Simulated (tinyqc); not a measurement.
Cyclotron resonance of ellipsoidal valleys, Si type, step by step. Values are carried at full precision from step to step, so a last printed digit may differ when a step is redone from the rounded ones.

Valleys along [100], [010], [001] (each with its opposite partner), mass ml along the axis and mt across it. B lies in the (1-10) plane, b = (sin(theta)/sqrt2, sin(theta)/sqrt2, cos(theta)). For the angle phi between B and the axis, 1/mc^2 = cos^2(phi)/mt^2 + sin^2(phi)/(mt ml). Resonance: h nu = 2 muB B/mc, h = 2 pi hbar.

Constants: hbar = 6.58211957e-16 eV s; muB = 5.788381798e-05 eV/T.

Parameters, chosen for this exercise (near those of Si; shifted at random, so the results belong to these values and not to a real crystal):
```
symbol  value  unit     meaning
theta   63     degrees  angle of B from [001] towards [110]
ml      0.913  m0       longitudinal mass
mt      0.187  m0       transverse mass
nu      9.4    GHz      microwave frequency
tau     10     ps       scattering time
```

## Angles to the valley axes

Give b and cos^2(phi) for each axis.

b: 0.6300  0.6300  0.4540

cos^2(phi): [100] 0.3969, [010] 0.3969, [001] 0.2061

## Cyclotron masses and resonance fields

For each axis, mc and B = h nu mc/(2 muB).

Resonances:
```
axis,mc (m0),B (T)
[100],0.2592,0.0870
[010],0.2592,0.0870
[001],0.3080,0.1034
```

2 distinct masses appear; the limits are mt = 0.187 (B along the axis) and sqrt(ml mt) = 0.4132 (B across it).

## The same from the mass tensor

For the valley along [001]: M = mt 1 + (ml - mt) a a^T, and mc^2 = det M/(b M b).

M (m0), lower triangle:
```
,x,y,z
x,0.1870
y,0,0.1870
z,0,0,0.9130
```

det M = 0.031927
b M b = 0.3366
mc = 0.3080 m0

## Line shape

For linear polarisation and one isotropic mass the absorbed power goes as P = [1 + (w^2 + wc^2) tau^2]/([1 + (wc^2 - w^2) tau^2]^2 + 4 w^2 tau^2), w = 2 pi nu. List it for wc/w = 0, 0.5, 0.8, 0.9, 1, 1.1, 1.2, 1.5 and 2, which is B over the resonance field.

w tau = 0.591

Power:
```
wc/w,P
0.0,0.7414
0.5,0.7400
0.8,0.7278
0.9,0.7196
1.0,0.7087
1.1,0.6952
1.2,0.6791
1.5,0.6171
2.0,0.4915
```

The largest listed value lies at wc/w = 0.0, 1.0 times the zero-field value. With w tau below 1 there is no resolved resonance.

## Checks

- Rotation frequency of dv/dt = -M^-1 (v x b) for the valley along [001], in units of e B/m0, against 1/mc: both 3.2471.

(tinyqc, `OMP_NUM_THREADS=1 python tinyqc.py 1280775 1280776 out.jsonl`, Intel(R) Xeon(R) Processor @ 2.30GHz, 1 thread, shared host, about 0.01 s.)
